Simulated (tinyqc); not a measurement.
Cyclotron resonance of ellipsoidal valleys, Ge type, step by step. Values are carried at full precision from step to step, so a last printed digit may differ when a step is redone from the rounded ones.

Valleys along [111], [-111], [1-11], [11-1], mass ml along the axis and mt across it. B lies in the (1-10) plane, b = (sin(theta)/sqrt2, sin(theta)/sqrt2, cos(theta)). For the angle phi between B and the axis, 1/mc^2 = cos^2(phi)/mt^2 + sin^2(phi)/(mt ml). Resonance: h nu = 2 muB B/mc, h = 2 pi hbar.

Constants: hbar = 6.58211957e-16 eV s; muB = 5.788381798e-05 eV/T.

Values chosen for the exercise (near those of Ge; shifted at random, so the results belong to these values and not to a real crystal): theta = 8 degrees (angle of B from [001] towards [110]); ml = 1.518 m0 (longitudinal mass); mt = 0.084 m0 (transverse mass); nu = 9.4 GHz (microwave frequency); tau = 64 ps (scattering time).

## Angles to the valley axes

Give b and cos^2(phi) for each axis.

b: 0.0984  0.0984  0.9903

cos^2(phi): [111] 0.4697, [-111] 0.3269, [1-11] 0.3269, [11-1] 0.2099

## Cyclotron masses and resonance fields

For each axis, mc and B = h nu mc/(2 muB).

Resonances:
```
axis,mc (m0),B (T)
[111],0.1189,0.0399
[-111],0.1392,0.0467
[1-11],0.1392,0.0467
[11-1],0.1668,0.0560
```

3 distinct masses appear; the limits are mt = 0.084 (B along the axis) and sqrt(ml mt) = 0.3571 (B across it).

## The same from the mass tensor

For the valley along [11-1]: M = mt 1 + (ml - mt) a a^T, and mc^2 = det M/(b M b).

M (m0), lower triangle:
```
,x,y,z
x,0.5620
y,0.4780,0.5620
z,-0.4780,-0.4780,0.5620
```

det M = 0.010711
b M b = 0.3849
mc = 0.1668 m0

## Line shape

For linear polarisation and one isotropic mass the absorbed power goes as P = [1 + (w^2 + wc^2) tau^2]/([1 + (wc^2 - w^2) tau^2]^2 + 4 w^2 tau^2), w = 2 pi nu. List it for wc/w = 0, 0.5, 0.8, 0.9, 1, 1.1, 1.2, 1.5 and 2, which is B over the resonance field.

w tau = 3.780

Power:
```
wc/w,P
0.0,0.06541
0.5,0.1244
0.8,0.3287
0.9,0.4470
1.0,0.5086
1.1,0.4453
1.2,0.3253
1.5,0.1149
2.0,0.03656
```

The largest listed value lies at wc/w = 1.0, 7.8 times the zero-field value. With w tau well above 1 the line is sharp, of relative half width about 1/(w tau). The closest two lines of this crystal are 17.1 % apart, so they merge at this w tau.

## Checks

- Rotation frequency of dv/dt = -M^-1 (v x b) for the valley along [11-1], in units of e B/m0, against 1/mc: both 5.9948.

Program tinyqc; command `OMP_NUM_THREADS=1 python tinyqc.py 1252783 1252784 out.jsonl`; about 0.01 s on one thread of a shared Intel(R) Xeon(R) Processor @ 2.30GHz.
